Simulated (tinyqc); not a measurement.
Comparisons within one model: strain-driven crossing of the Gamma and L valleys in a germanium-like crystal alloyed with tin. A value that a table varies takes the place of the one given here.

Biaxial loads: e0 is the in-plane strain e_par and the normal is free. (001): e_perp = -2 (C12/C11) e_par; exx = eyy = e_par, ezz = e_perp, no shear. (111): e_perp = -(2 C11 + 4 C12 - 4 C44)/(C11 + 2 C12 + 4 C44) e_par; exx = eyy = ezz = (2 e_par + e_perp)/3 and exy = eyz = ezx = (e_perp - e_par)/3. (110): e_perp = -(C11 + 3 C12 - 2 C44)/(C11 + C12 + 2 C44) e_par; exx = eyy = (e_par + e_perp)/2, ezz = e_par, exy = (e_perp - e_par)/2, eyz = ezx = 0. Uniaxial loads: a stress along n, scaled so that n.e.n = e0, with exx = s11 sxx + s12 (syy + szz), exy = s44 sxy/2, s11 = (C11 + C12)/((C11 - C12)(C11 + 2 C12)), s12 = -C12/((C11 - C12)(C11 + 2 C12)), s44 = 1/C44.

Edges from the unstrained valence top: Gamma at Eg + ac tr(e); an L valley with unit axis u at EgL + aL tr(e) + XuL (u.e.u - tr(e)/3), u along [111], [1-1-1], [-11-1], [-1-11]; valence edges are the levels of the 6 x 6 matrix of X, Y, Z times spin with -Dso/3 + l exx + m (eyy + ezz) on the diagonal (cyclic), n exy off it, l = av + 2 b, m = av - b, n = sqrt(3) d. Spin-orbit term (Dso/3) L.sigma on X, Y, Z with (L_k)_ij = -i epsilon_kij: <X+|H|Y+> = -i Dso/3, <X+|H|Z-> = Dso/3, <Y+|H|Z-> = -i Dso/3, <Z+|H|X-> = -Dso/3, <Z+|H|Y-> = i Dso/3, <X-|H|Y-> = i Dso/3, and their conjugates; + and - are the spin along z.

With tin the unstrained gaps become E(y) = (1 - y) E + y EgS - CS y (1 - y); all other values are kept.
Constants: kB = 8.617333262e-05 eV/K.

Parameters, chosen for this exercise (near those of Ge, gaps at low temperature; the results hold for these values, not for the real material): Eg = 0.913 eV (gap at Gamma to the s-like level); EgL = 0.735 eV (gap to L); Dso = 0.293 eV (spin-orbit splitting); ac = -8.28 eV (conduction deformation potential); av = 1.24 eV (valence hydrostatic potential); b = -2.57 eV (tetragonal shear potential); d = -5.32 eV (trigonal shear potential); aL = -1.48 eV (hydrostatic potential of the L edge, Xd + Xu/3); XuL = 15.8 eV (uniaxial potential, L); y = 0.094 (tin fraction); EgS = (-0.421, 0.052) eV (Gamma and L gaps of the tin end); CS = (2.05, 1.12) eV (bowing of the Gamma and L gaps); C11 = 127.3 GPa; C12 = 48.3 GPa; C44 = 66.5 GPa; load = uniaxial [111] (kind of strain); mG = 0.0405 m0 (mass at Gamma); mL = 0.542 m0 (density-of-states mass of the four L valleys together); T = 300 K (temperature); e0 = 0.0109 (size of the strain).

## Which strain makes the gap direct

For tension the difference Gamma minus lowest L is linear in e0; slope per 1 % and the e0 at which it vanishes (a dash: no crossing below 15 %), with the gap there.

Results:

| load | slope (meV per 1 %) | crossing e0 (%) | gap at the crossing (eV) |
|---|---|---|---|
| biaxial (001) | -84.4 | 0.45 | 0.538 |
| biaxial (110) | -28.9 | 1.30 | 0.349 |
| biaxial (111) | 33.7 | - | - |
| uniaxial [100] | -30.6 | 1.23 | 0.520 |
| uniaxial [111] | -6.1 | 6.16 | -0.008 |
| uniaxial [110] | 12.5 | - | - |

The smallest strain is needed for biaxial (001) (0.45 %), then uniaxial [100] (1.23 %). No crossing below 15 % is found for biaxial (111) and uniaxial [110]: shear splits the L valleys and pulls the lowest down as fast as or faster than Gamma. Loads without off-diagonal strain, (001) and [100], gain (ac - aL) tr(e) = -68 meV per 1 % of volume. Crossings beyond about 3 % are sensitive to second-order terms, left out here. For uniaxial [111] the slope is a near cancellation, so terms beyond this linear model decide. A gap at or below zero marks a crossing beyond the range of this linear model.

## Sweep of a uniaxial [111] strain

The valence splitting is the distance of the top two edges. Share in Gamma = mG^(3/2)/(mG^(3/2) + (mL^(3/2)/4) sum_i exp(-(E_Li - E_Gamma)/kT)).

Results:

| e0 (%) | direct gap (eV) | indirect gap (eV) | Gamma - L (meV) | valence splitting (meV) | share in Gamma (%) |
|---|---|---|---|---|---|
| -1.68 | 0.644 | 0.323 | 321 | 139 | 3.34e-05 |
| -0.64 | 0.629 | 0.483 | 145 | 49 | 0.0279 |
| 0.40 | 0.573 | 0.537 | 35 | 27 | 0.676 |
| 1.44 | 0.468 | 0.439 | 29 | 82 | 0.886 |
| 2.48 | 0.363 | 0.340 | 22 | 117 | 1.13 |
| 3.52 | 0.258 | 0.242 | 16 | 138 | 1.44 |
| 4.56 | 0.153 | 0.143 | 10 | 151 | 1.83 |
| 5.60 | 0.048 | 0.044 | 3 | 160 | 2.33 |

The gap stays indirect over the sweep. This load splits the L valleys, and the lowest set changes where e0 changes sign, which bends the column Gamma - L. The direct gap goes from 0.644 to 0.048 eV; of that change -0.120 eV comes from the rise of the valence top through the shear terms and the rest from the volume. The share in Gamma goes from 3.34e-05 to 2.33 %. Gaps near or below zero lie outside this linear model. Beyond about 3 % terms of second order in the strain, left out here, matter.

## What each parameter does

Direct gap, Gamma minus the lowest L edge and the valence splitting. Each row changes one parameter from the base and keeps the others.

Results:

| case | direct gap (eV) | Gamma - L (meV) | valence splitting (meV) |
|---|---|---|---|
| base | 0.5030 | 30.9 | 66.1 |
| XuL = 18.17 eV | 0.5030 | 37.6 | 66.1 |
| ac = -9.522 eV | 0.4937 | 21.6 | 66.1 |
| av = 1.054 eV | 0.5044 | 30.9 | 66.1 |
| e0 = 0.01253 | 0.4866 | 29.9 | 74.0 |
| b = -2.9555 eV | 0.5030 | 30.9 | 66.1 |
| Dso = 0.24905 eV | 0.5030 | 30.9 | 64.0 |
| y = 0.1081 | 0.4611 | 11.3 | 66.1 |

The largest shifts from the base row, up to three for each result and ties (the steps differ in size, so this ranks the rows, not the parameters). direct gap (eV): y -0.0419, e0 -0.0165, ac -0.0093; unchanged at the printed digits by XuL, b and Dso. Gamma - L (meV): y -19.6, ac -9.3, XuL +6.6; unchanged at the printed digits by av, b and Dso. valence splitting (meV): e0 +7.8, Dso -2.1; unchanged at the printed digits by XuL, ac, av, b and y.

Run: tinyqc, `OMP_NUM_THREADS=1 python tinyqc.py 1080926 1080927 out.jsonl`; Intel(R) Xeon(R) Processor @ 2.30GHz, one thread, shared host; about 0.01 s of CPU time with all checks.
